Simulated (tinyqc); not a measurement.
Worked calculation: Hueckel theory of the pi electrons with the omega technique, for the molecule Clc1cccc2ccccc12 (SMILES; centres numbered as the heavy atoms are written). One step of it, computed by the program tinyqc.

Question. Omega technique, round 1. h_r = h_r(0) + omega q_r, omega = 1, with q_r = z_r - P_rr; 0.5 of the old diagonal is kept.

Hueckel matrix in units of beta (H = alpha + beta A):
```
,1Cl,2C,3C,4C,5C,6C,7C,8C,9C,10C,11C
1Cl,2.000000,0.400000,0.000000,0.000000,0.000000,0.000000,0.000000,0.000000,0.000000,0.000000,0.000000
2C,0.400000,0.000000,1.000000,0.000000,0.000000,0.000000,0.000000,0.000000,0.000000,0.000000,1.000000
3C,0.000000,1.000000,0.000000,1.000000,0.000000,0.000000,0.000000,0.000000,0.000000,0.000000,0.000000
4C,0.000000,0.000000,1.000000,0.000000,1.000000,0.000000,0.000000,0.000000,0.000000,0.000000,0.000000
5C,0.000000,0.000000,0.000000,1.000000,0.000000,1.000000,0.000000,0.000000,0.000000,0.000000,0.000000
6C,0.000000,0.000000,0.000000,0.000000,1.000000,0.000000,1.000000,0.000000,0.000000,0.000000,1.000000
7C,0.000000,0.000000,0.000000,0.000000,0.000000,1.000000,0.000000,1.000000,0.000000,0.000000,0.000000
8C,0.000000,0.000000,0.000000,0.000000,0.000000,0.000000,1.000000,0.000000,1.000000,0.000000,0.000000
9C,0.000000,0.000000,0.000000,0.000000,0.000000,0.000000,0.000000,1.000000,0.000000,1.000000,0.000000
10C,0.000000,0.000000,0.000000,0.000000,0.000000,0.000000,0.000000,0.000000,1.000000,0.000000,1.000000
11C,0.000000,1.000000,0.000000,0.000000,0.000000,1.000000,0.000000,0.000000,0.000000,1.000000,0.000000
```

charge and bond-order matrix P:
```
,1Cl,2C,3C,4C,5C,6C,7C,8C,9C,10C,11C
1Cl,1.983602,0.127058,-0.087070,-0.013772,0.061015,-0.007949,-0.017995,0.005823,0.028806,-0.015630,-0.058264
2C,0.127058,0.984975,0.718568,0.003721,-0.359379,0.001636,0.084660,-0.002085,-0.168550,0.004506,0.550018
3C,-0.087070,0.718568,1.014649,0.604569,-0.012056,-0.240243,0.004382,0.155188,-0.005774,-0.168178,0.008875
4C,-0.013772,0.003721,0.604569,0.998872,0.723705,-0.000435,-0.169715,0.000693,0.155560,-0.001405,-0.239871
5C,0.061015,-0.359379,-0.012056,0.723705,1.010493,0.554362,-0.004123,-0.169343,0.005062,0.083867,-0.006994
6C,-0.007949,0.001636,-0.240243,-0.000435,0.554362,0.999811,0.554734,0.000246,-0.241036,-0.000527,0.518721
7C,-0.017995,0.084660,0.004382,-0.169715,-0.004123,0.554734,1.001813,0.724448,-0.002015,-0.362080,0.002367
8C,0.005823,-0.002085,0.155188,0.000693,-0.169343,0.000246,0.724448,0.999553,0.603404,0.000878,-0.241407
9C,0.028806,-0.168550,-0.005774,0.155560,0.005062,-0.241036,-0.002015,0.603404,1.002446,0.724077,-0.003328
10C,-0.015630,0.004506,-0.168178,-0.001405,0.083867,-0.000527,-0.362080,0.000878,0.724077,0.998240,0.555898
11C,-0.058264,0.550018,0.008875,-0.239871,-0.006994,0.518721,0.002367,-0.241407,-0.003328,0.555898,1.005547
```

Centres:
```
centre,"z_r, pi electrons of the neutral centre",h
1Cl,2,2.000000
2C,1,0.000000
3C,1,0.000000
4C,1,0.000000
5C,1,0.000000
6C,1,0.000000
7C,1,0.000000
8C,1,0.000000
9C,1,0.000000
10C,1,0.000000
11C,1,0.000000
```

Give: matrix after round 1.

Answer.

matrix after round 1:
```
,1Cl,2C,3C,4C,5C,6C,7C,8C,9C,10C,11C
1Cl,2.008,0.400,0.000,0.000,0.000,0.000,0.000,0.000,0.000,0.000,0.000
2C,0.400,0.008,1.000,0.000,0.000,0.000,0.000,0.000,0.000,0.000,1.000
3C,0.000,1.000,-0.007,1.000,0.000,0.000,0.000,0.000,0.000,0.000,0.000
4C,0.000,0.000,1.000,0.001,1.000,0.000,0.000,0.000,0.000,0.000,0.000
5C,0.000,0.000,0.000,1.000,-0.005,1.000,0.000,0.000,0.000,0.000,0.000
6C,0.000,0.000,0.000,0.000,1.000,0.000,1.000,0.000,0.000,0.000,1.000
7C,0.000,0.000,0.000,0.000,0.000,1.000,-0.001,1.000,0.000,0.000,0.000
8C,0.000,0.000,0.000,0.000,0.000,0.000,1.000,0.000,1.000,0.000,0.000
9C,0.000,0.000,0.000,0.000,0.000,0.000,0.000,1.000,-0.001,1.000,0.000
10C,0.000,0.000,0.000,0.000,0.000,0.000,0.000,0.000,1.000,0.001,1.000
11C,0.000,1.000,0.000,0.000,0.000,1.000,0.000,0.000,0.000,1.000,-0.003
```
